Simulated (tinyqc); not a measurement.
Hot electrons in a saturated n-channel MOSFET, lucky-electron model: effect of the oxide thickness.

Beyond pinch-off the lateral field grows as Esat cosh(y/l) over the velocity-saturated region (pseudo-two-dimensional model). Impact ionisation in this region gives the substrate current, which biases the body forward through Rsub. Currents are per width. Local-field laws: they overstate ionisation when the field peak is narrower than an energy relaxation length.

Cox = 3.9 eps0/tox, l = sqrt(3 tox xj), Esat = 2 vs/mu. Overdrive g = Vg - VT + kb Vb; Vdsat = g Esat L/(g + Esat L); Id = Cox vs (g - Vdsat); dV = Vd - Id Rd - Vdsat; Em = sqrt((dV/l)^2 + Esat^2); Isub = Id (Ai/Bi) l Em exp(-Bi/Em). Vb = Rsub Isub is solved self-consistently. Lifetime tau = (Hl/Id)(Isub/Id)^(-m); 1 year = 3.15576e7 s.

Inputs (values chosen for the exercise); values close to those of silicon n-channel devices: channel length L = 0.35 um; junction depth xj = 120 nm; threshold VT = 0.43 V; effective mobility mu = 350 cm^2/(V s); saturation velocity vs = 8.1e6 cm/s; ionisation prefactor Ai = 2e6 1/cm; ionisation field Bi = 1.71 MV/cm; resistance of the lightly doped drain Rd = 0 ohm um; substrate resistance Rsub = 3900 ohm um; fall of VT per volt of forward body bias kb = 0.24; lifetime exponent m = 3; lifetime constant Hl = 21000 s uA/um; drain voltage Vd = 2.8 V; gate voltage Vg = 1.8 V.

Constants: eps0 = 8.8541878128e-14 F/cm where lengths are in cm. Results are converted to the units shown.

Results:

| tox (nm) | Id (uA/um) | Em (MV/cm) | Isub (uA/um) | Isub/Id | tau (years) |
|---|---|---|---|---|---|
| 4.8 | 376.90 | 0.49530 | 28.741 | 0.076257 | 0.0039815 |
| 6 | 297.35 | 0.44427 | 15.296 | 0.051440 | 0.016441 |
| 7.4 | 239.30 | 0.40092 | 8.1374 | 0.034005 | 0.070722 |
| 9.2 | 191.66 | 0.36035 | 4.0403 | 0.021081 | 0.37062 |
| 14 | 125.53 | 0.29349 | 0.90194 | 0.0071850 | 14.292 |
| 17 | 103.33 | 0.26706 | 0.41824 | 0.0040478 | 97.108 |

Estimate the missing row, tox = 11 nm.

Computed row:

| tox (nm) | Id (uA/um) | Em (MV/cm) | Isub (uA/um) | Isub/Id | tau (years) |
|---|---|---|---|---|---|
| 11 | 159.98 | 0.33016 | 2.1894 | 0.013685 | 1.6228 |

With this row back in the table: As tox goes from 4.8 to 17 nm, Em falls from 0.495 to 0.267 MV/cm, Isub falls from 28.7 to 0.418 uA/um and tau rises from 0.00398 to 97.1 years. From the first row to the last, log10(tau) changes by 4.4: 3.8 from (Isub/Id)^(-m), which holds Em and l, and 0.56 from 1/Id.

tinyqc, about 0.01 s, one thread, Intel Xeon 2.30GHz (shared host): `OMP_NUM_THREADS=1 python tinyqc.py 2550091 2550092 out.jsonl`
